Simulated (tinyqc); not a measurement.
What each parameter does: armchair graphene nanoribbon in tight binding.

An armchair ribbon of N dimer lines, width (N - 1) sqrt3 acc/2, period 3 acc, one pz orbital a site. In line n, A_n binds to B_n with -t exp(ik/3), times (1 + d) in the two edge lines, and to B_(n-1) and B_(n+1) with -t exp(-ik/6); k runs from -pi to pi. For d = 0 the modes across the ribbon are sin(n p pi/(N + 1)), p = 1 to N, with E = -/+ t sqrt(1 + 4 c^2 + 4 c cos(k/2)), c = cos(p pi/(N + 1)).

Inputs chosen for the exercise (near those used for graphene; the results hold for these values, not for the real material): t = 2.6 eV (hopping); N = 4 (dimer lines); d = 0.12 (relative strengthening of the edge bonds); k = 1.55 (k times the period 3 acc).

Gap at k = 0, lowest positive level at k, and highest level at k = 0.

One parameter was then changed.

Results before and after:
```
case     gap (eV)  lowest level at k (eV)  top of the band (eV)
base       2.4309                  2.0153                6.8966
changed    2.6120                  2.0895                6.9360
```

Which of these changes was made? (a) d = 0.17; (b) N = 5; (c) k = 1.24; (d) t = 2.73 eV.
Answer: (a) d = 0.17. Of the candidates, run in turn, only this one gives the changed row.

All candidates:
```
case         gap (eV)  lowest level at k (eV)  top of the band (eV)
base           2.4309                  2.0153                6.8966
t = 2.73 eV    2.5524                  2.1160                7.2414
N = 5          0.3026                  2.0223                7.1581
d = 0.17       2.6120                  2.0895                6.9360
k = 1.24       2.4309                  1.7781                6.8966
```

tinyqc: `OMP_NUM_THREADS=1 python tinyqc.py 1450358 1450359 out.jsonl`; about 0.05 s, one thread, shared Intel(R) Xeon(R) Processor @ 2.30GHz.
